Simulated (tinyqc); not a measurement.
Conduction-band offset of an n-N heterojunction from carrier-profile moments: two steps of the calculation.

Layer 1 (x < 0) accumulates electrons and layer 2 (x > 0) is depleted. Boltzmann statistics. The bands bend down by V1 in layer 1 and up by V2 in layer 2, with V1 + V2 = VD = dE + Vt ln[(N2/Nc2)/(N1/Nc1)].

Values chosen for this exercise; values of the order of III-V alloys: temperature T = 200 K; relative permittivity of both layers eps_r = 13.5; density of states of the narrow-gap layer 1 Nc1 = 3.3e17 cm^-3; density of states of the wide-gap layer 2 Nc2 = 6.5e17 cm^-3; conduction-band offset dE = 0.24 eV; donor density in layer 1 N1 = 1.2e16 cm^-3; donor density in layer 2 N2 = 1.4e16 cm^-3; fixed charge at the interface si = 0 cm^-2.

Constants: q = 1.602176634e-19 C, kB = 1.380649e-23 J/K, Vt = kB T/q, eps0 = 8.8541878128e-14 F/cm where lengths are in cm. Results are converted to the units shown.

Question 1. Division of the diffusion potential. Sheet densities from the first integral: Q1 = sqrt((2 eps0 eps_r Vt N1/q)(exp(u1) - u1 - 1)) extra electrons, Q2 = sqrt((2 eps0 eps_r Vt N2/q)(exp(-u2) + u2 - 1)) missing ones, u = V/Vt; neutrality Q1 = Q2 + si. Q1 - Q2 rises steadily with V1, so V1 follows by bisection.

Find: VD; V1; V2; Q1; n at x = 0-; n at x = 0+.

Answer 1.

VD = 0.2310 V
V1 = 0.04669 V
V2 = 0.1843 V
Q1 = 1.868e11 cm^-2
n at x = 0- = 1.802e17 cm^-3
n at x = 0+ = 3.180e11 cm^-3

n drops across the interface by 5.67e5 = (Nc1/Nc2) exp(dE/Vt).

Question 2. Offset from the moments. A C-V profile smears n(x) but keeps its zeroth and first moments: si = -int (N - n) dx, VD = (q/(eps0 eps_r)) int (N - n) x dx, dE = VD - Vt ln[(N2/Nc2)/(N1/Nc1)]. Use the trapezoidal rule on each side.

```
left point	-x (nm)	n in layer 1 (cm^-3)
0	0	1.80206e17
1	0.757	1.62021e17
2	4.59	1.03454e17
3	13.2	5.29566e16
4	27.8	2.82649e16
5	49.7	1.80315e16
6	79.8	1.40216e16
7	119	1.25669e16
8	169	1.21201e16
9	229	1.20191e16
```

```
right point	x (nm)	n in layer 2 (cm^-3)
0	0	3.18005e11
1	19.9	4.61742e12
2	48.9	1.05372e14
3	82.8	1.29909e15
4	120	5.75069e15
5	161	1.08425e16
6	204	1.31340e16
7	249	1.37973e16
8	297	1.39581e16
9	346	1.39917e16
```

Wanted: si; VD; dE.

Answer 2.

si = 1.3350e10 cm^-2
VD = 0.22981 V
dE = 0.23884 eV

On these few points dE comes out -1.2 meV from the true 0.24 eV, and si misses by 1.3e10 cm^-2, 7.1 % of Q1.

Numbers from tinyqc (`OMP_NUM_THREADS=1 python tinyqc.py 2410036 2410037 out.jsonl`; about 0.08 s on one thread of a shared Intel Xeon 2.30GHz).
